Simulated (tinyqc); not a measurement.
Worked calculation: extended Hueckel theory, for H3+. The parameters take no account of the charge, which enters only through the electron count. One step of it, computed by the program tinyqc.

Question. Orbitals. Solve H C = S C e through S^(-1/2); fill by pairs from the bottom, a degenerate level sharing its electrons equally; each orbital has its largest coefficient positive (the first on a tie).

H (eV):
```
            1H 1s       2H 1s       3H 1s
1H 1s  -13.600000  -13.828930  -13.833548
2H 1s  -13.828930  -13.600000  -12.452348
3H 1s  -13.833548  -12.452348  -13.600000
```

overlap S:
```
          1H 1s     2H 1s     3H 1s
1H 1s  1.000000  0.508417  0.508586
2H 1s  0.508417  1.000000  0.457807
3H 1s  0.508586  0.457807  1.000000
```

valence electrons = 2

Give: orbital energies; occupations; coefficients; sum of one-electron energies.

Answer.

orbital energies (eV): -20.3437  -2.1167  1.4786

occupations: 2.0000  0.0000  0.0000

coefficients:
```
          MO1      MO2      MO3
1H 1s  0.4191  -0.0015   1.1722
2H 1s  0.4053   0.9611  -0.6046
3H 1s  0.4053  -0.9595  -0.6075
```

sum of one-electron energies = -40.6875 eV
